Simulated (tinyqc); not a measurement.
Worked calculation: complex band structure along [001] in sp3s* tight binding. Values are carried at full precision from step to step, so a last printed digit may differ when a step is redone from the rounded ones.

For k = (0, 0, kz) the phase sums are g0 = cos(phi) and g3 = i sin(phi), phi = kz a/4, and the s, pz, s* orbitals of anion (a) and cation (c) decouple from px, py. With z = exp(i phi), H(z) = H0 + z T + T^T/z for any complex z. H0 is diagonal (Esa, Epa, Exa, Esc, Epc, Exc). The anion-cation block is B(z) = z U + W/z and the cation-anion block z W^T + U^T/z, where U has Vss/2 (s,s), Vsapc/2 (s,z), -Vscpa/2 (z,s), Vxx/2 (z,z), Vxapc/2 (s*,z), -Vpaxc/2 (z,s*), and W has the same values with the s-z and s*-z signs reversed. |z| = 1 is a band state, |z| < 1 decays along [001] as exp(-kappa d) over a distance d, kappa = -(4/a) ln|z|. No spin-orbit coupling.

Inputs chosen for the exercise (out of a larger set: near a published set for AlAs, fitted to gaps, whose masses and valley positions are rough (light masses up to twice too heavy); not measured data): p = (-7.514, 0.981, -1.163, 3.596, 7.518, 6.687, -6.668, 1.878, 4.32, 5.105, 5.473, 4.488, 5.027) eV (order Esa, Epa, Esc, Epc, Exa, Exc, Vss, Vxx, Vxy, Vsapc, Vscpa, Vxapc, Vpaxc); dE = 1.37 eV (E - Ev); a = 5.664 angstrom (lattice constant).

## The layer matrices

Parameters in the order Esa, Epa, Esc, Epc, Exa, Exc, Vss, Vxx, Vxy, Vsapc, Vscpa, Vxapc, Vpaxc. Form H0 and T.

diagonal of H0 (eV): sa -7.5140, za 0.9810, s*a 7.5180, sc -1.1630, zc 3.5960, s*c 6.6870

T (eV):
```
          sa      za      s*a       sc      zc      s*c
sa    0.0000  0.0000   0.0000  -3.3340  2.5525   0.0000
za    0.0000  0.0000   0.0000  -2.7365  0.9390  -2.5135
s*a   0.0000  0.0000   0.0000   0.0000  2.2440   0.0000
sc   -3.3340  2.7365   0.0000   0.0000  0.0000   0.0000
zc   -2.5525  0.9390  -2.2440   0.0000  0.0000   0.0000
s*c   0.0000  2.5135   0.0000   0.0000  0.0000   0.0000
```

## Edges at Gamma

At z = 1 the levels follow from the blocks [[Esa, Vss], [Vss, Esc]] and [[Epa, Vxx], [Vxx, Epc]]: Ev is the lower p root, and the direct gap ends at the lower of the upper roots.

Ev = 0.0002 eV
EG (direct gap) = 3.0469 eV

## Complex wave vectors at one energy in the gap

Solve det(H0 - E + z T + T^T/z) = 0 with E = Ev + dE, as the linear problem [[0, 1], [-T^T, E - H0]] x = z [[1, 0], [0, T]] x. Roots come as z, -z, 1/z and conjugates; list those with 0 < |z| < 1 and Re z, Im z >= 0, by falling |z|. Re kz = arg(z)/(pi/2) in units of 2 pi/a, kappa = -(4/a) ln|z|.

Decaying roots:

| Re z | Im z | \|z\| | Re kz (2 pi/a) | kappa (1/angstrom) |
|---|---|---|---|---|
| 0.7660 | 0.0000 | 0.7660 | 0.0000 | 0.1883 |
| 0.1769 | 0.4863 | 0.5175 | 0.7779 | 0.4653 |

The slowest root has kappa = 0.1883 1/angstrom at Re kz = 0.000: a purely imaginary k at Gamma. The probability falls by exp(-2 kappa d), a factor 43.2 over 1 nm.

## The px, py block

For px and py the determinant gives (E - Epa)(E - Epc) = Vxx^2 cos^2(phi) + Vxy^2 sin^2(phi). With phi = i kappa a/4 this is sinh^2(kappa a/4) = ((E - Epa)(E - Epc) - Vxx^2)/(Vxx^2 - Vxy^2), E = Ev + dE. Parameters in the order Esa, Epa, Esc, Epc, Exa, Exc, Vss, Vxx, Vxy, Vsapc, Vscpa, Vxapc, Vpaxc.

sinh^2(kappa a/4) = 0.29025
kappa of the heavy-hole branch = 0.3641 1/angstrom

This branch decays faster than the slowest root of the s-pz block (0.1883), by a factor 1.93 in kappa.

## Checks

- Largest distance of a level of the 6 x 6 block at kz = 0.37 (2 pi/a) from a level of the full matrix, against zero (eV): both 0.000000.

Computed by tinyqc, a small Python program: `OMP_NUM_THREADS=1 python tinyqc.py 1452244 1452245 out.jsonl` (the numbers bound the seed that draws the inputs); one thread of a shared host (Intel(R) Xeon(R) Processor @ 2.30GHz), about 0.01 s for the whole set of steps.
